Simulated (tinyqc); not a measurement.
Permittivity of the insulator from five potentials.

Inverse problem. A node lies on a semiconductor-insulator interface. Steps: hs = tb/2 down into the semiconductor, ho = tox/2 up into the insulator, hy = L/6 sideways. The flux balance of its box reads eox (hy/ho)(above - node) + eps_r (hy/hs)(below - node) + [(eps_r hs + eox ho)/(2 hy)](left + right - 2 node) - q Na (hs/2) hy/eps0 = 0. Find eox.

Values chosen for this exercise; semiconductor permittivity made up:
```
symbol,value,unit,meaning
eps_r,13.9,,relative permittivity of the semiconductor
tb,6,nm,half the body thickness
tox,1.8,nm,insulator thickness
L,45,nm,channel length
Na,0,cm^-3,acceptor density of the depleted body
```

Constants: q = 1.602176634e-19 C, eps0 = 8.8541878128e-14 F/cm where lengths are in cm. Results are converted to the units shown.

psi (V): node 0.20286387, above 0.082983249, below 0.27713834, left 0.052052288, right 0.79

Answer. The balance is linear in eox.

eox = 3.900

Numbers from tinyqc (`OMP_NUM_THREADS=1 python tinyqc.py 2480059 2480060 out.jsonl`; about 0.09 s on one thread of a shared Intel Xeon 2.30GHz).
